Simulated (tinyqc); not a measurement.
Vibrations of a mass or spring defect in a linear chain: one step, computed by the program tinyqc. Command: `OMP_NUM_THREADS=1 python tinyqc.py 3009811 3009812 out.jsonl localmode walk`. One thread of a shared host (Intel(R) Xeon(R) Processor @ 2.30GHz), about 0.01 s of CPU time with the checks.

A ring of N atoms with nearest-neighbour springs k and motion along the chain. Atom 1 is the defect, of mass M', and its two springs are k'. All other atoms have the mass M.

Problem. Frequencies of the ring. Diagonalise D and leave out the zero eigenvalue of the uniform shift. nu = 15.6333042 THz x sqrt(lambda), lambda in eV/(angstrom^2 u).

Host: monatomic.

D (eV/(angstrom^2 u)), lower triangle (symmetric):
```
             1           2           3           4           5           6           7           8
1    0.3001658
2   -0.1101237   0.1616071
3    0.0000000  -0.0808036   0.1616071
4    0.0000000   0.0000000  -0.0808036   0.1616071
5    0.0000000   0.0000000   0.0000000  -0.0808036   0.1616071
6    0.0000000   0.0000000   0.0000000   0.0000000  -0.0808036   0.1616071
7    0.0000000   0.0000000   0.0000000   0.0000000   0.0000000  -0.0808036   0.1616071
8    0.0000000   0.0000000   0.0000000   0.0000000   0.0000000   0.0000000  -0.0808036   0.1616071
9    0.0000000   0.0000000   0.0000000   0.0000000   0.0000000   0.0000000   0.0000000  -0.0808036
10   0.0000000   0.0000000   0.0000000   0.0000000   0.0000000   0.0000000   0.0000000   0.0000000
11   0.0000000   0.0000000   0.0000000   0.0000000   0.0000000   0.0000000   0.0000000   0.0000000
12  -0.1101237   0.0000000   0.0000000   0.0000000   0.0000000   0.0000000   0.0000000   0.0000000

             9          10          11         12
9    0.1616071
10  -0.0808036   0.1616071
11   0.0000000  -0.0808036   0.1616071
12   0.0000000   0.0000000  -0.0808036  0.1616071
```

Constants: nu for 1 eV/(angstrom^2 u) = 15.6333042 THz.

Give: nonzero frequencies.

Solution.

nonzero frequencies (THz): 2.30  2.39  4.44  4.62  6.28  6.52  7.70  7.96  8.58  8.78  10.02
